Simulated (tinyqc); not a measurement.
# Voltage drop against the pad pitch

A grid of 13 by 13 nodes with segments Rx (rows) and Ry (columns); every node draws I1 and the central node kh I1; pads with resistance Rp sit at the nodes whose row and column are multiples of the pitch, counting from 0. The drops u = Vdd - V follow from G u = i, with G the conductance matrix and i the load currents, solved directly.

Values chosen for this exercise:
- Vdd = 0.65 V (supply voltage)
- Rx = 0.56 ohm (resistance of a horizontal segment)
- Ry = 0.1 ohm (resistance of a vertical segment)
- Rp = 0.34 ohm (resistance from a pad node to the supply)
- kh = 3 (factor on the load at the hot node)
- I1 = 0.77 mA (load current of a node in the large grid)

Results:
```
pitch (nodes),pads,worst drop (mV),mean drop (mV),largest drop at a pad (mV),largest pad current (mA),worst drop over Vdd (%)
1,169,0.3570,0.2649,0.3570,1.050,0.05493
2,49,1.274,1.057,1.119,3.291,0.1961
3,25,2.608,2.222,2.199,6.467,0.4012
6,9,8.022,7.138,6.347,18.67,1.234
12,4,23.24,20.01,11.19,32.92,3.576
```

Estimate the missing row, pitch = 4 nodes.

Computed row:
```
pitch (nodes),pads,worst drop (mV),mean drop (mV),largest drop at a pad (mV),largest pad current (mA),worst drop over Vdd (%)
4,16,4.513,3.678,3.290,9.678,0.6943
```

With this row back in the table: The worst drop goes from 0.357 to 23.2 mV while the number of pads falls from 169 to 4; between the last two rows it goes as pitch^(1.53). The largest drop at a pad is 100 % of the worst drop in the first row and 48.1 % in the last; the rest falls along the wires.

Computed by the program tinyqc: `OMP_NUM_THREADS=1 python tinyqc.py 2770202 2770203 out.jsonl`, one thread of a shared Intel Xeon 2.30GHz, about 0.1 s for the whole run.
